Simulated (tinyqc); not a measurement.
# Implanted layer, carriers, mobility and sheet resistance: two studies

A p-type layer from the surface x = 0 to the junction xj, N(x) = N0 exp(-(x - Rp)^2/(2 sg^2)). Local neutrality (no depletion at surface or junction, no spilling of carriers), intrinsic carriers neglected, full ionisation of active dopants.

Values chosen for this exercise; values close to those of boron in silicon over an n-type background: temperature T = 300 K; background doping of the opposite type Nb = 4.5e16 cm^-3; peak chemical concentration N0 = 1.8e19 cm^-3; mobility limit at high doping m1 = 43.7 cm^2/(V s); mobility limit at low doping, at 300 K m2 = 466 cm^2/(V s); reference doping of the mobility law Nr = 2.3e17 cm^-3; exponent of the mobility law am = 0.693; temperature exponent of m2 bt = 2.5; solubility limit of active dopant Ns = 1.97e20 cm^-3; straggle after annealing sg = 22 nm; projected range Rp = 18 nm.

Constants: q = 1.602176634e-19 C. Results are converted to the units shown.

Each table varies one quantity; the others keep the values above.

## Effect of the peak chemical concentration

xj = Rp + sg sqrt(2 ln(N0/Nb)). Active dopant A = min(N, Ns); p = A - Nb; mobility mu = m1 + (m2 (T/300 K)^(-bt) - m1)/(1 + ((A + Nb)/Nr)^am). Dose = integral of N, carrier sheet density = integral of p, 1/Rs = q integral of p mu, mean mobility 1/(q Rs sheet density), Hall mobility (unit Hall factor) = integral of p mu^2 over integral of p mu, Hall sheet density = (integral of p mu)^2/integral of p mu^2; all from 0 to xj. Integrals on 4000 steps.

Result of one run:
columns A: N0 (cm^-3); B: xj (nm); C: dose (cm^-2); D: carriers (cm^-2); E: Rs (ohm/square); F: mean mobility (cm^2/(V s)); G: Rs xj (ohm nm); H: Hall/true sheet density
```
A           B         C         D     E      F        G       H
1.1e18  73.62  4.778e12  4.447e12  8529  164.6  6.280e5  0.9770
```

What becomes of these results when the peak chemical concentration N0 is changed from 1.1e18 to 8e20 cm^-3, all else the same?

Result of the changed run:
columns A: N0 (cm^-3); B: xj (nm); C: dose (cm^-2); D: carriers (cm^-2); E: Rs (ohm/square); F: mean mobility (cm^2/(V s)); G: Rs xj (ohm nm); H: Hall/true sheet density
```
A         B         C         D      E      F        G       H
8e20  115.3  3.500e15  1.287e15  100.2  48.37  1.156e4  0.9903
```

The whole series:
columns A: N0 (cm^-3); B: xj (nm); C: dose (cm^-2); D: carriers (cm^-2); E: Rs (ohm/square); F: mean mobility (cm^2/(V s)); G: Rs xj (ohm nm); H: Hall/true sheet density
```
A           B         C         D        E      F        G       H
4.5e17  65.21  1.929e12  1.636e12  1.775e4  214.9  1.158e6  0.9912
1.1e18  73.62  4.778e12  4.447e12     8529  164.6  6.280e5  0.9770
2.9e18  81.50  1.266e13  1.229e13     4252  119.4  3.465e5  0.9576
7.4e18  88.28  3.235e13  3.195e13     2200  88.81  1.942e5  0.9458
1.9e19  94.50  8.310e13  8.268e13     1090  69.29  1.030e5  0.9488
4.8e19  100.2  2.100e14  2.095e14    514.2  57.94  5.149e4  0.9627
1.2e20  105.4  5.250e14  5.245e14    230.9  51.53  2.434e4  0.9779
3.1e20  110.5  1.356e15  1.058e15    121.0  48.73  1.337e4  0.9874
8e20    115.3  3.500e15  1.287e15    100.2  48.37  1.156e4  0.9903
```

As N0 goes from 4.5e17 to 8e20, xj rises from 65.2 to 115 nm, Rs falls from 17800 to 100 ohm/square, the mean mobility falls from 215 to 48.4 cm^2/(V s) and the share of the dose that conducts goes from 84.8 through a maximum of 99.9 (at N0 = 1.2e20 among the rows listed) to 36.8 %. Rs goes as dose^(-0.81) at the low end and dose^(-0.20) at the high end; constant mobility and activation would give -1. Above N0 = Ns = 1.97e20 cm^-3 added dopant only widens the clipped top. For N0 = 4.5e17, 1.1e18 depletion at the junction, left out, would remove a tenth of the carriers or more.

## Effect of the background doping of the opposite type

Same model as above.

Integrals on 4000 steps.

Effect of the background doping of the opposite type:
columns A: Nb (cm^-3); B: xj (nm); C: dose (cm^-2); D: carriers (cm^-2); E: Rs (ohm/square); F: mean mobility (cm^2/(V s)); G: Rs xj (ohm nm); H: Hall/true sheet density
```
A           B         C         D     E      F        G       H
1e14    126.2  7.875e13  7.875e13  1121  70.70  1.415e5  0.9298
4.2e14  119.6  7.875e13  7.875e13  1121  70.69  1.341e5  0.9302
1.8e15  112.4  7.875e13  7.873e13  1122  70.66  1.261e5  0.9314
7.3e15  105.0  7.875e13  7.867e13  1124  70.57  1.180e5  0.9351
3.1e16  96.49  7.873e13  7.844e13  1132  70.29  1.092e5  0.9445
1.3e17  87.09  7.867e13  7.754e13  1158  69.54  1.008e5  0.9618
5.4e17  76.26  7.835e13  7.423e13  1239  67.86  9.449e4  0.9821
2.2e18  63.11  7.675e13  6.287e13  1535  64.69  9.685e4  0.9958
```

As Nb goes from 1e14 to 2.2e18, xj falls from 126 to 63.1 nm, Rs rises from 1120 to 1530 ohm/square, the mean mobility falls from 70.7 to 64.7 cm^2/(V s) and the share of the dose that conducts falls from 100 to 81.9 %.

Program tinyqc, `OMP_NUM_THREADS=1 python tinyqc.py 2110165 2110166 out.jsonl`; Intel Xeon 2.30GHz, shared host, one thread, about 0.01 s.
